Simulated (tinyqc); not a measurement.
From results back to parameters: finite square well with mass mismatch (envelope functions). Three cases, with inputs chosen for the exercise.

Problem. The lowest level of this well was computed from a hidden depth V0.

A square well of width L and depth V0, mass mw inside and mb outside, energies from the bottom of the well, c = hbar^2/2m0. k = sqrt(mw E/c), kappa = sqrt(mb (V0 - E)/c). psi and psi'/m are continuous at the walls (BenDaniel-Duke), so level n solves k L + 2 atan[(k/mw)/(kappa/mb)] = n pi.

Constants: hbar^2/2m0 = 3.80998211 eV angstrom^2.

Case 1.

Values chosen (out of a larger set: near those of a non-polar GaN well in AlGaN; not measured data): L = 35 angstrom (well width); mw = 0.204 m0 (mass in the well); mb = 0.237 m0 (mass in the barrier).

E1 = 0.076950 eV

Case 2.

Values chosen (out of a larger set: near those of an InGaAs well in InAlAs; not measured data): L = 171 angstrom (well width); mw = 0.0407 m0 (mass in the well); mb = 0.0774 m0 (mass in the barrier).

E1 = 0.021394 eV

Case 3.

Values chosen (out of a larger set: near those of an InGaAs well in InAlAs; not measured data): L = 87 angstrom (well width); mw = 0.0411 m0 (mass in the well); mb = 0.0781 m0 (mass in the barrier).

E1 = 0.059379 eV

Find: k; kappa; V0.

Solution. For n = 1 the condition reads kappa = (mb/mw) k tan(kL/2); then V0 = E1 + c kappa^2/mb.

Case 1.

k = 0.06419 1/angstrom
kappa = 0.1554 1/angstrom
V0 = 0.465 eV

Case 2.

k = 0.01512 1/angstrom
kappa = 0.1006 1/angstrom
V0 = 0.520 eV

Case 3.

k = 0.02531 1/angstrom
kappa = 0.0947 1/angstrom
V0 = 0.497 eV

Computed by tinyqc, one run a case: `OMP_NUM_THREADS=1 python tinyqc.py N N+1 out.jsonl` with N = 1281835, 1281939, 1282002; one thread of a shared Intel(R) Xeon(R) Processor @ 2.30GHz, about 0.04 s a run at most.
